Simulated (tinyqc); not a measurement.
Worked calculation (part 2 of 2): UKS/LDA (PW92) in the sto-3g basis, for BeH, spin multiplicity 2. Computed by tinyqc, a small Python program that keeps every step (integrals from PySCF). Command: `OMP_NUM_THREADS=1 python tinyqc.py 20800 20801 out.jsonl` (the two numbers bound the seeds that draw the settings). One thread of a shared host (Intel(R) Xeon(R) Processor @ 2.60GHz), about 2 s of CPU time with the checks.

Geometry (angstrom):
```
atom        x        y        z
Be    0.00000  0.00000  0.00000
H     0.00000  0.00000  2.53200
```

## Iteration 2: diagonalisation and new density

F(alpha) (hartree), order 1Be 1s, 1Be 2s, 1Be 2px, 1Be 2py, 1Be 2pz, 2H 1s:
$$\begin{pmatrix}
-4.53147 & -1.22451 & -0.00510 & -0.00091 & -0.00219 & -0.02027 \\
-1.22451 & -0.55608 & -0.01163 & -0.00035 & -0.01443 & -0.06519 \\
-0.00510 & -0.01163 & -0.08620 & -0.00043 & -0.00187 & -0.00045 \\
-0.00091 & -0.00035 & -0.00043 & -0.09126 & -0.00133 & -0.00007 \\
-0.00219 & -0.01443 & -0.00187 & -0.00133 & -0.08477 & -0.08066 \\
-0.02027 & -0.06519 & -0.00045 & -0.00007 & -0.08066 & -0.15861
\end{pmatrix}$$

F(beta) (hartree), order 1Be 1s, 1Be 2s, 1Be 2px, 1Be 2py, 1Be 2pz, 2H 1s:
$$\begin{pmatrix}
-4.51452 & -1.21920 & -0.00342 & 0.00066 & -0.00163 & -0.02018 \\
-1.21920 & -0.53525 & -0.00695 & 0.00025 & -0.01081 & -0.06042 \\
-0.00342 & -0.00695 & -0.06755 & 0.00486 & -0.00042 & -0.00035 \\
0.00066 & 0.00025 & 0.00486 & -0.06226 & -0.00103 & -0.00012 \\
-0.00163 & -0.01081 & -0.00042 & -0.00103 & -0.07007 & -0.07293 \\
-0.02018 & -0.06042 & -0.00035 & -0.00012 & -0.07293 & -0.05871
\end{pmatrix}$$

X, order 1Be 1s, 1Be 2s, 1Be 2px, 1Be 2py, 1Be 2pz, 2H 1s:
$$\begin{pmatrix}
1.02678 & -0.13661 & 0.00000 & 0.00000 & -0.00152 & 0.01027 \\
-0.13661 & 1.03244 & 0.00000 & 0.00000 & 0.00827 & -0.06288 \\
0.00000 & 0.00000 & 1.00000 & 0.00000 & 0.00000 & 0.00000 \\
0.00000 & 0.00000 & 0.00000 & 1.00000 & 0.00000 & 0.00000 \\
-0.00152 & 0.00827 & 0.00000 & 0.00000 & 1.01166 & -0.08922 \\
0.01027 & -0.06288 & 0.00000 & 0.00000 & -0.08922 & 1.01724
\end{pmatrix}$$

D(alpha) after iteration 1, order 1Be 1s, 1Be 2s, 1Be 2px, 1Be 2py, 1Be 2pz, 2H 1s:
$$\begin{pmatrix}
0.69395 & -0.03544 & -0.14112 & 0.02238 & 0.01088 & -0.15180 \\
-0.03544 & 0.66822 & 0.01837 & 0.00495 & -0.01173 & -0.09191 \\
-0.14112 & 0.01837 & 0.25816 & 0.17180 & -0.06800 & -0.01803 \\
0.02238 & 0.00495 & 0.17180 & 0.24213 & -0.02548 & -0.18556 \\
0.01088 & -0.01173 & -0.06800 & -0.02548 & 0.42923 & -0.09952 \\
-0.15180 & -0.09191 & -0.01803 & -0.18556 & -0.09952 & 0.78411
\end{pmatrix}$$

D(beta) after iteration 1, order 1Be 1s, 1Be 2s, 1Be 2px, 1Be 2py, 1Be 2pz, 2H 1s:
$$\begin{pmatrix}
0.65998 & 0.01739 & -0.16363 & -0.04393 & 0.02214 & -0.15091 \\
0.01739 & 0.48490 & -0.02750 & 0.00650 & -0.05494 & 0.14768 \\
-0.16363 & -0.02750 & 0.18211 & 0.04952 & -0.08392 & 0.15489 \\
-0.04393 & 0.00650 & 0.04952 & 0.01395 & -0.03024 & 0.04612 \\
0.02214 & -0.05494 & -0.08392 & -0.03024 & 0.42186 & -0.02864 \\
-0.15091 & 0.14768 & 0.15489 & 0.04612 & -0.02864 & 0.20456
\end{pmatrix}$$

overlap S, order 1Be 1s, 1Be 2s, 1Be 2px, 1Be 2py, 1Be 2pz, 2H 1s:
$$\begin{pmatrix}
1.00000 & 0.25952 & 0.00000 & 0.00000 & 0.00000 & 0.00409 \\
0.25952 & 1.00000 & 0.00000 & 0.00000 & 0.00000 & 0.11779 \\
0.00000 & 0.00000 & 1.00000 & 0.00000 & 0.00000 & 0.00000 \\
0.00000 & 0.00000 & 0.00000 & 1.00000 & 0.00000 & 0.00000 \\
0.00000 & 0.00000 & 0.00000 & 0.00000 & 1.00000 & 0.17343 \\
0.00409 & 0.11779 & 0.00000 & 0.00000 & 0.17343 & 1.00000
\end{pmatrix}$$

Diagonalise F' = X^T F X, C = X C', fill 3 alpha and 2 beta electrons from the bottom; D(s) = C_occ C_occ^T; the new density keeps 0.5 of the old one (damping). Each column has its largest component positive (the first on a tie).

F' = X^T F X (alpha) (hartree):
$$\begin{pmatrix}
-4.44457 & -0.60668 & -0.00365 & -0.00089 & -0.00273 & 0.01470 \\
-0.60668 & -0.32457 & -0.01129 & -0.00024 & -0.00777 & -0.03655 \\
-0.00365 & -0.01129 & -0.08620 & -0.00043 & -0.00194 & 0.00038 \\
-0.00089 & -0.00024 & -0.00043 & -0.09126 & -0.00134 & 0.00006 \\
-0.00273 & -0.00777 & -0.00194 & -0.00134 & -0.07363 & -0.06142 \\
0.01470 & -0.03655 & 0.00038 & 0.00006 & -0.06142 & -0.14350
\end{pmatrix}$$

orbital energies (alpha) (hartree): MO1 -4.53207, MO2 -0.25612, MO3 -0.16184, MO4 -0.09133, MO5 -0.08552, MO6 -0.03685

coefficients C (alpha), order 1Be 1s, 1Be 2s, 1Be 2px, 1Be 2py, 1Be 2pz, 2H 1s:
$$\begin{pmatrix}
0.99675 & -0.24890 & 0.12828 & 0.00028 & 0.01834 & -0.02816 \\
0.01225 & 0.91286 & -0.48709 & -0.00184 & -0.07190 & 0.11279 \\
0.00118 & 0.05747 & -0.05112 & 0.08458 & 0.99207 & -0.05225 \\
0.00021 & 0.00202 & 0.00773 & 0.99605 & -0.08576 & -0.02134 \\
0.00069 & 0.14473 & 0.42606 & 0.02100 & 0.05962 & 0.90831 \\
-0.00104 & 0.33286 & 0.75420 & -0.02041 & -0.01057 & -0.60552
\end{pmatrix}$$

F' = X^T F X (beta) (hartree):
$$\begin{pmatrix}
-4.42780 & -0.60624 & -0.00256 & 0.00065 & -0.00263 & 0.01515 \\
-0.60624 & -0.30372 & -0.00669 & 0.00016 & -0.00415 & -0.03943 \\
-0.00256 & -0.00669 & -0.06755 & 0.00486 & -0.00045 & 0.00008 \\
0.00065 & 0.00016 & 0.00486 & -0.06226 & -0.00103 & -0.00004 \\
-0.00263 & -0.00415 & -0.00045 & -0.00103 & -0.05912 & -0.06397 \\
0.01515 & -0.03943 & 0.00008 & -0.00004 & -0.06397 & -0.04190
\end{pmatrix}$$

orbital energies (beta) (hartree): MO1 -4.51509, MO2 -0.22799, MO3 -0.10739, MO4 -0.07022, MO5 -0.05933, MO6 0.01766

coefficients C (beta), order 1Be 1s, 1Be 2s, 1Be 2px, 1Be 2py, 1Be 2pz, 2H 1s:
$$\begin{pmatrix}
0.99682 & -0.26733 & 0.07543 & 0.01071 & 0.00403 & 0.04599 \\
0.01200 & 0.98451 & -0.28901 & -0.04258 & -0.01564 & -0.18335 \\
0.00079 & 0.03764 & -0.03418 & 0.85395 & 0.51769 & 0.01360 \\
-0.00015 & -0.00073 & 0.02206 & -0.51769 & 0.85524 & 0.00855 \\
0.00055 & 0.10392 & 0.71977 & 0.03103 & 0.00739 & -0.70824 \\
-0.00098 & 0.18541 & 0.54975 & 0.01026 & -0.01624 & 0.84251
\end{pmatrix}$$

D(alpha) after iteration 2, order 1Be 1s, 1Be 2s, 1Be 2px, 1Be 2py, 1Be 2pz, 2H 1s:
$$\begin{pmatrix}
0.88294 & -0.15646 & -0.08041 & 0.01154 & 0.01510 & -0.06947 \\
-0.15646 & 0.86947 & 0.04787 & 0.00151 & -0.04356 & -0.07771 \\
-0.08041 & 0.04787 & 0.13204 & 0.08576 & -0.04073 & -0.01873 \\
0.01154 & 0.00151 & 0.08576 & 0.12110 & -0.01095 & -0.08953 \\
0.01510 & -0.04356 & -0.04073 & -0.01095 & 0.31585 & 0.13499 \\
-0.06947 & -0.07771 & -0.01873 & -0.08953 & 0.13499 & 0.73186
\end{pmatrix}$$

D(beta) after iteration 2, order 1Be 1s, 1Be 2s, 1Be 2px, 1Be 2py, 1Be 2pz, 2H 1s:
$$\begin{pmatrix}
0.86255 & -0.11692 & -0.08646 & -0.02194 & -0.00255 & -0.10073 \\
-0.11692 & 0.72716 & 0.00479 & 0.00289 & 0.02369 & 0.16510 \\
-0.08646 & 0.00479 & 0.09176 & 0.02475 & -0.04000 & 0.08094 \\
-0.02194 & 0.00289 & 0.02475 & 0.00698 & -0.01516 & 0.02299 \\
-0.00255 & 0.02369 & -0.04000 & -0.01516 & 0.21633 & -0.00469 \\
-0.10073 & 0.16510 & 0.08094 & 0.02299 & -0.00469 & 0.11947
\end{pmatrix}$$

## Iteration 37 (converged): orbitals

converged F(alpha) (hartree), order 1Be 1s, 1Be 2s, 1Be 2px, 1Be 2py, 1Be 2pz, 2H 1s:
$$\begin{pmatrix}
-3.61069 & -1.08956 & 0.00000 & 0.00000 & 0.00257 & -0.01822 \\
-1.08956 & -0.45934 & 0.00000 & 0.00000 & 0.01282 & -0.06158 \\
0.00000 & 0.00000 & 0.01085 & 0.00000 & 0.00000 & 0.00000 \\
0.00000 & 0.00000 & 0.00000 & 0.01085 & 0.00000 & 0.00000 \\
0.00257 & 0.01282 & 0.00000 & 0.00000 & 0.00506 & -0.07667 \\
-0.01822 & -0.06158 & 0.00000 & 0.00000 & -0.07667 & -0.15264
\end{pmatrix}$$

converged F(beta) (hartree), order 1Be 1s, 1Be 2s, 1Be 2px, 1Be 2py, 1Be 2pz, 2H 1s:
$$\begin{pmatrix}
-3.60617 & -1.08721 & 0.00000 & 0.00000 & -0.00260 & -0.01825 \\
-1.08721 & -0.44531 & 0.00000 & 0.00000 & -0.01707 & -0.05629 \\
0.00000 & 0.00000 & 0.02188 & 0.00000 & 0.00000 & 0.00000 \\
0.00000 & 0.00000 & 0.00000 & 0.02188 & 0.00000 & 0.00000 \\
-0.00260 & -0.01707 & 0.00000 & 0.00000 & 0.02495 & -0.06739 \\
-0.01825 & -0.05629 & 0.00000 & 0.00000 & -0.06739 & -0.01494
\end{pmatrix}$$

Diagonalise F' = X^T F X, C = X C', fill 3 alpha and 2 beta electrons from the bottom; D(s) = C_occ C_occ^T. Each column has its largest component positive (the first on a tie).

F' = X^T F X (alpha) (hartree):
$$\begin{pmatrix}
-3.50982 & -0.60400 & 0.00000 & 0.00000 & -0.00218 & 0.01794 \\
-0.60400 & -0.24229 & 0.00000 & 0.00000 & 0.02091 & -0.04088 \\
0.00000 & 0.00000 & 0.01085 & 0.00000 & 0.00000 & 0.00000 \\
0.00000 & 0.00000 & 0.00000 & 0.01085 & 0.00000 & 0.00000 \\
-0.00218 & 0.02091 & 0.00000 & 0.00000 & 0.01808 & -0.06763 \\
0.01794 & -0.04088 & 0.00000 & 0.00000 & -0.06763 & -0.13715
\end{pmatrix}$$

orbital energies (alpha) (hartree): MO1 -3.61793, MO2 -0.18618, MO3 -0.11726, MO4 0.01085, MO5 0.01085, MO6 0.05020

coefficients C (alpha), order 1Be 1s, 1Be 2s, 1Be 2px, 1Be 2py, 1Be 2pz, 2H 1s:
$$\begin{pmatrix}
0.98664 & -0.17209 & -0.25614 & 0.00000 & 0.00000 & -0.06606 \\
0.04752 & 0.55378 & 0.85266 & 0.00000 & 0.00000 & 0.22944 \\
0.00000 & 0.00000 & 0.00000 & 0.49506 & 0.86886 & 0.00000 \\
0.00000 & 0.00000 & 0.00000 & 0.86886 & -0.49506 & 0.00000 \\
-0.00026 & 0.13899 & -0.32025 & 0.00000 & 0.00000 & 0.95374 \\
-0.00399 & 0.74905 & -0.51298 & 0.00000 & 0.00000 & -0.47177
\end{pmatrix}$$

F' = X^T F X (beta) (hartree):
$$\begin{pmatrix}
-3.50546 & -0.60403 & 0.00000 & 0.00000 & -0.00340 & 0.01871 \\
-0.60403 & -0.22856 & 0.00000 & 0.00000 & -0.00964 & -0.04215 \\
0.00000 & 0.00000 & 0.02188 & 0.00000 & 0.00000 & 0.00000 \\
0.00000 & 0.00000 & 0.00000 & 0.02188 & 0.00000 & 0.00000 \\
-0.00340 & -0.00964 & 0.00000 & 0.00000 & 0.03737 & -0.07037 \\
0.01871 & -0.04215 & 0.00000 & 0.00000 & -0.07037 & 0.00286
\end{pmatrix}$$

orbital energies (beta) (hartree): MO1 -3.61329, MO2 -0.14124, MO3 -0.03394, MO4 0.02188, MO5 0.02188, MO6 0.09469

coefficients C (beta), order 1Be 1s, 1Be 2s, 1Be 2px, 1Be 2py, 1Be 2pz, 2H 1s:
$$\begin{pmatrix}
0.98679 & -0.28090 & 0.13645 & 0.00000 & 0.00000 & -0.04226 \\
0.04706 & 0.92088 & -0.46436 & 0.00000 & 0.00000 & 0.15081 \\
0.00000 & 0.00000 & 0.00000 & 0.90798 & 0.41902 & 0.00000 \\
0.00000 & 0.00000 & 0.00000 & -0.41902 & 0.90798 & 0.00000 \\
0.00156 & 0.16957 & 0.55762 & 0.00000 & 0.00000 & 0.83174 \\
-0.00413 & 0.30743 & 0.65708 & 0.00000 & 0.00000 & -0.72146
\end{pmatrix}$$

D(alpha) after iteration 37, order 1Be 1s, 1Be 2s, 1Be 2px, 1Be 2py, 1Be 2pz, 2H 1s:
$$\begin{pmatrix}
1.06869 & -0.26682 & 0.00000 & 0.00000 & 0.05785 & -0.00145 \\
-0.26682 & 1.03597 & 0.00000 & 0.00000 & -0.19610 & -0.02277 \\
0.00000 & 0.00000 & 0.00000 & 0.00000 & 0.00000 & 0.00000 \\
0.00000 & 0.00000 & 0.00000 & 0.00000 & 0.00000 & 0.00000 \\
0.05785 & -0.19610 & 0.00000 & 0.00000 & 0.12188 & 0.26839 \\
-0.00145 & -0.02277 & 0.00000 & 0.00000 & 0.26839 & 0.82423
\end{pmatrix}$$

D(beta) after iteration 37, order 1Be 1s, 1Be 2s, 1Be 2px, 1Be 2py, 1Be 2pz, 2H 1s:
$$\begin{pmatrix}
1.05265 & -0.21224 & 0.00000 & 0.00000 & -0.04609 & -0.09043 \\
-0.21224 & 0.85023 & 0.00000 & 0.00000 & 0.15622 & 0.28291 \\
0.00000 & 0.00000 & 0.00000 & 0.00000 & 0.00000 & 0.00000 \\
0.00000 & 0.00000 & 0.00000 & 0.00000 & 0.00000 & 0.00000 \\
-0.04609 & 0.15622 & 0.00000 & 0.00000 & 0.02876 & 0.05212 \\
-0.09043 & 0.28291 & 0.00000 & 0.00000 & 0.05212 & 0.09453
\end{pmatrix}$$

Within a degenerate level the vectors are fixed only up to a rotation; this is one choice.

## Convergence

Stop when the energy changes by less than 1e-10 hartree and every element of the error matrix X^T (F D S - S D F) X (for each spin) is below 3e-06.

Course of the cycle:
```
iteration  E (hartree)     change  largest element of the error matrix
1           -9.1994087          -                             1.77e+00
2          -12.2284706  -3.03e+00                             7.53e-01
3          -13.5331354  -1.30e+00                             3.38e-01
4          -14.1232070  -5.90e-01                             1.63e-01
5          -14.4251387  -3.02e-01                             7.97e-02
6          -14.5714479  -1.46e-01                             3.90e-02
7          -14.6439122  -7.25e-02                             1.95e-02
8          -14.6800917  -3.62e-02                             9.42e-03
9          -14.6980824  -1.80e-02                             4.69e-03
10         -14.7070725  -8.99e-03                             2.36e-03
11         -14.7115664  -4.49e-03                             1.18e-03
12         -14.7138131  -2.25e-03                             5.89e-04
13         -14.7149365  -1.12e-03                             2.94e-04
14         -14.7154981  -5.62e-04                             1.47e-04
...                ...        ...                                  ...
24         -14.7160593  -5.48e-07                             1.45e-07
25         -14.7160595  -2.74e-07                             7.32e-08
26         -14.7160597  -1.37e-07                             3.65e-08
27         -14.7160597  -6.86e-08                             1.84e-08
28         -14.7160598  -3.43e-08                             9.33e-09
29         -14.7160598  -1.71e-08                             4.62e-09
30         -14.7160598  -8.57e-09                             2.35e-09
31         -14.7160598  -4.29e-09                             1.17e-09
32         -14.7160598  -2.14e-09                             5.86e-10
33         -14.7160598  -1.07e-09                             3.02e-10
34         -14.7160598  -5.36e-10                             1.50e-10
35         -14.7160598  -2.68e-10                             8.04e-11
36         -14.7160598  -1.34e-10                             4.43e-11
37         -14.7160598  -6.70e-11                             2.45e-11
```

PySCF UKS in the same basis, fine grid, after a stability check = -14.6769712 hartree

Converged in 37 iterations. The coarse grid moves the energy by -3.91e-02 hartree.

## Populations, bond orders and dipole

Mulliken: Z minus the diagonal of D S on the atom; Loewdin: the same with S^(1/2) D S^(1/2); Mayer order: 2 sum_s sum (D(s) S)_ij (D(s) S)_ji over the two atoms.

Charges (e):
```
atom  Mulliken   Loewdin  Mulliken spin
1Be    0.00462   0.00283        0.26843
2H    -0.00462  -0.00283        0.73157
```

Mayer bond orders:
```
pair    order
2-1   0.46479
```

dipole moment about the origin, x y z (debye): [0.00000, 0.00000, -0.24756]

<S^2> of the determinant (pure state: 0.75) = 0.79351
